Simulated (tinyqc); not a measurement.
# Changing the background C_B

Model: sheet resistance of a shallow doped layer with concentration-dependent mobility and limited activation. Computed by tinyqc, a small Python program. Command: `OMP_NUM_THREADS=1 python tinyqc.py 3011754 3011755 out.jsonl irvin sweep`. One thread of a shared host (Intel(R) Xeon(R) Processor @ 2.30GHz), about 0.03 s of CPU time with the checks.

A layer of one dopant lies in a background of the opposite type. Current flows parallel to the surface down to the junction; depletion is ignored.

Inputs (values chosen for the exercise, modelled on boron in silicon):

| quantity | value | unit |
|---|---|---|
| surface concentration C_s | 8.5e+19 | 1/cm^3 |
| length l | 13 | nm |
| tail abruptness | 7.8 | nm/decade |
| mobility floor mu_min | 51.4 | cm^2/(V s) |
| mobility mu_max | 464 | cm^2/(V s) |
| reference density N_r | 1.67e+17 | 1/cm^3 |
| exponent alpha | 0.716 | - |
| prefactor of the active limit | 9.3e+22 | 1/cm^3 |
| energy of the active limit | 0.727 | eV |
| anneal temperature T | 950 | C |

Profile: box with exponential tail.

Constants: k_B = 8.617333262e-05 eV/K; e = 1.602176634e-19 C.

Method:
- C(x) = C_s for x < l and C_s 10^(-(x - l)/abruptness) beyond.
- Temperatures in kelvin are T(C) + 273.15.
- Active limit C_a = prefactor x exp(-energy/(k_B T)); the junction lies where C = C_B, and the profile exceeds C_a down to x_a (zero if C_s is below C_a). Slope at the junction in nm per decade = ln(10) C/|dC/dx|.
- Active density N = min(C, C_a); carriers n = N - C_B; mobility mu = mu_min + (mu_max - mu_min)/(1 + ((N + C_B)/N_r)^alpha).
- Integrals from 0 to x_j, where C = C_B (Gauss-Legendre, 60 points on each smooth piece; 1 nm = 1e-7 cm): dose int C dx, carriers int n dx, mean mobility int n mu dx/int n dx, R_s = 1/(e int n mu dx).

One run for each value:

| background C_B (1/cm^3) | junction depth x_j (nm) | sheet resistance R_s (ohm/square) | mean mobility (cm^2/(V s)) | abruptness at the junction (nm/decade) |
|---|---|---|---|---|
| 1.00e+14 | 59.249 | 774.62 | 57.846 | 7.8 |
| 4.00e+14 | 54.553 | 774.66 | 57.844 | 7.8 |
| 2.00e+15 | 49.101 | 774.83 | 57.834 | 7.8 |
| 7.00e+15 | 44.858 | 775.25 | 57.813 | 7.8 |
| 3.00e+16 | 39.928 | 776.69 | 57.745 | 7.8 |
| 1.00e+17 | 35.849 | 779.82 | 57.622 | 7.8 |
| 6.00e+17 | 29.780 | 793.96 | 57.254 | 7.8 |
| 2.00e+18 | 25.701 | 822.55 | 56.850 | 7.8 |

Over the rows, junction depth x_j (nm) falls from 59.2 to 25.7 (exponent d ln y / d ln x -0.060 between the first rows and -0.12 between the last); sheet resistance R_s (ohm/square) rises from 775 to 823; mean mobility (cm^2/(V s)) falls from 57.85 to 56.85. A heavier background makes the junction shallower, removes carriers and adds scattering centres. Left out: 1.00e19 (C_s is under twenty times the background, the limit set for this model).
